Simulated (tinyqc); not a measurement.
Two-band k.p model of the Delta valleys near the X point under shear strain, step by step. Values are carried at full precision from step to step, so a last printed digit may differ when a step is redone from the rounded ones.

Constants: hbar^2/2m0 = 3.80998211 eV angstrom^2.

Parameters, chosen for this exercise (near those of Si; shifted at random, so the results belong to these values and not to a real crystal):
- a = 5.444 angstrom (lattice constant)
- ml = 0.939 m0 (longitudinal mass)
- mt = 0.203 m0 (transverse mass)
- kx0 = 0.149 2 pi/a (distance of the minimum from X)
- D = 14 eV (shear deformation potential)
- Mp = 0.231 m0 (coupling mass)
- exy = 0.013 (shear strain)
- k = (-0.013, 0.066, 0.087) 1/angstrom (wave vector from X)

## Scales

k0 = kx0 2 pi/a; Delta = 2 c k0^2/ml with c = hbar^2/2m0, half the splitting of the two bands at k0; eta = D exy/Delta measures the shear coupling against it.

k0 = 0.17197 1/angstrom
Delta = 0.23998 eV
eta = 0.7584
splitting of the two bands at X, 2 |D exy| = 0.3640 eV

## The Hamiltonian at one k

Valley pair on the [001] axis, kz counted from the X point, c = hbar^2/2m0, k0 = kx0 2 pi/a. H = (c kz^2/ml + c (kx^2 + ky^2)/mt + c k0^2/ml) 1 + (2 c k0 kz/ml) sigma_z + (D exy - 2 c kx ky/Mp) sigma_x, so E = c kz^2/ml + c (kx^2 + ky^2)/mt + c k0^2/ml -/+ sqrt((2 c k0 kz/ml)^2 + (D exy - 2 c kx ky/Mp)^2). Without strain the lower band has its minima, E = 0, at kz = +/- k0. Shifts from diagonal strain are left out.

Fill in the 2 x 2 matrix (sigma_z diagonal) and give its levels.

H(k) (eV):
$$\begin{pmatrix}
0.3570 & 0.2103 \\
0.2103 & 0.1142
\end{pmatrix}$$

levels (eV): [-0.0072, 0.4785]

## Position, depth and masses of the minimum

For |eta| < 1: k_min = k0 sqrt(1 - eta^2), E_min = -Delta eta^2/2, ml(eta) = ml/(1 - eta^2), 1/m[110] = 1/mt + eta/Mp, 1/m[1-10] = 1/mt - eta/Mp. For |eta| > 1 the minimum sits at X: E_min = -Delta (2 |eta| - 1)/2, ml(eta) = ml/(1 - 1/|eta|), and eta is replaced by its sign in the transverse masses.

k_min = 0.1121 1/angstrom
E_min = -69.01 meV
ml(eta) = 2.210 m0

masses along [110] and [1-10] (m0): [0.1218, 0.6086]

The minimum has moved 34.8 % of the way to X; electrons are lighter along [110] (-40.0 % against mt) and heavier across (+199.8 %).

## The two bands along kz

kx = ky = 0, kz from 0 to 1.6 k0 in steps of 0.2 k0, with and without the strain.

Levels (eV):
```
kz/k0  kz (1/angstrom)    lower   upper  lower, no strain  upper, no strain
0.0             0.0000  -0.0620  0.3020            0.1200            0.1200
0.2             0.0344  -0.0634  0.3130            0.0768            0.1728
0.4             0.0688  -0.0666  0.3450            0.0432            0.2352
0.6             0.1032  -0.0689  0.3953            0.0192            0.3072
0.8             0.1376  -0.0678  0.4613            0.0048            0.3888
1.0             0.1720  -0.0612  0.5412            0.0000            0.4800
1.2             0.2064  -0.0479  0.6335            0.0048            0.5808
1.4             0.2408  -0.0269  0.7373            0.0192            0.6912
1.6             0.2751   0.0022  0.8521            0.0432            0.8111
```

## Checks

- Depth of the minimum by numerical search against the closed form (eV): both -0.069013.
- Mass along [110] by finite differences against the closed form: both 0.1218.

Run: tinyqc, `OMP_NUM_THREADS=1 python tinyqc.py 1050144 1050145 out.jsonl`; Intel(R) Xeon(R) Processor @ 2.30GHz, one thread, shared host; about 0.01 s of CPU time with all checks.
